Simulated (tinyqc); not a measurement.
What each parameter does: cyclotron resonance of ellipsoidal valleys, Si type.

Valleys along [100], [010], [001] (each with its opposite partner), mass ml along the axis and mt across it. B lies in the (1-10) plane, b = (sin(theta)/sqrt2, sin(theta)/sqrt2, cos(theta)). For the angle phi between B and the axis, 1/mc^2 = cos^2(phi)/mt^2 + sin^2(phi)/(mt ml). Resonance: h nu = 2 muB B/mc, h = 2 pi hbar.

Constants: hbar = 6.58211957e-16 eV s; muB = 5.788381798e-05 eV/T.

Inputs chosen for the exercise (near those of Si; shifted at random, so the results belong to these values and not to a real crystal):

| symbol | value | unit | meaning |
|---|---|---|---|
| ml | 0.926 | m0 | longitudinal mass |
| mt | 0.192 | m0 | transverse mass |
| theta | 44 | degrees | angle of B from [001] towards [110] |
| nu | 140 | GHz | microwave frequency |

Resonance fields B = h nu mc/(2 muB) of the valleys [100] and [001].

One parameter was then changed.

Results before and after:

| case | [100] (T) | [001] (T) |
|---|---|---|
| base | 1.5210 | 1.2220 |
| changed | 1.4709 | 1.2806 |

Which of these changes was made? (a) theta = 48 degrees; (b) nu = 154 GHz; (c) mt = 0.173 m0; (d) ml = 1.065 m0.

Answer: (a) theta = 48 degrees. Of the candidates, run in turn, only this one gives the changed row.

All candidates:

| case | [100] (T) | [001] (T) |
|---|---|---|
| base | 1.5210 | 1.2220 |
| ml = 1.065 m0 | 1.5617 | 1.2351 |
| mt = 0.173 m0 | 1.3980 | 1.1100 |
| theta = 48 degrees | 1.4709 | 1.2806 |
| nu = 154 GHz | 1.6731 | 1.3442 |

Run: tinyqc, `OMP_NUM_THREADS=1 python tinyqc.py 1252048 1252049 out.jsonl`; Intel(R) Xeon(R) Processor @ 2.30GHz, one thread, shared host; about 0.01 s of CPU time with all checks.
